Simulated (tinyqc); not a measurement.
Space-charge-limited current with shallow traps: one step of the calculation.

One carrier type, drift only, an injecting contact at x = 0 (zero field) and thickness L. The share th = y/(1 + y), y = (Nc/Nt) exp(-Et/kB T), of the injected charge is free: J = q mu n F, eps0 eps_r dF/dx = q (n - n0)/th.

Task. Limits and characteristic voltages. Ohmic J = q n0 mu V/L; Mott-Gurney J = (9/8) th eps0 eps_r mu V^2/L^3; they cross at Vx = 8 q n0 L^2/(9 th eps0 eps_r); traps fill at V_TFL = q Nt L^2/(2 eps0 eps_r).

Parameters, values chosen for the exercise: temperature T = 250 K; relative permittivity eps_r = 10.7; mobility mu = 0.00056 cm^2/(V s); thickness L = 300 nm; band density of states Nc = 4.4e19 cm^-3; trap density Nt = 2.7e18 cm^-3; trap depth Et = 0.3 eV; free carrier density in equilibrium n0 = 9.9e11 cm^-3; voltage V = 92 V.

Constants: q = 1.602176634e-19 C, kB = 1.380649e-23 J/K, Vt = kB T/q, eps0 = 8.8541878128e-14 F/cm where lengths are in cm. Results are converted to the units shown.

Wanted: th; ohmic J; Mott-Gurney J; Vx; V_TFL.

Result.

th = 1.460e-5
ohmic J = 2.724e-4 A/cm^2
Mott-Gurney J = 0.002732 A/cm^2
Vx = 9.174 V
V_TFL = 205.5 V

Range of the model: Diffusion and a field-dependent mobility are left out. With injecting contacts the diffusion current, about 4 pi^2 Vt th eps0 eps_r mu V/L^3, equals the Mott-Gurney current at V = 35 kB T/q (0.9 V at 300 K), so the drift-only result needs V well above that.

Numbers from tinyqc (`OMP_NUM_THREADS=1 python tinyqc.py 2370148 2370149 out.jsonl`; about 0.01 s on one thread of a shared Intel Xeon 2.30GHz).
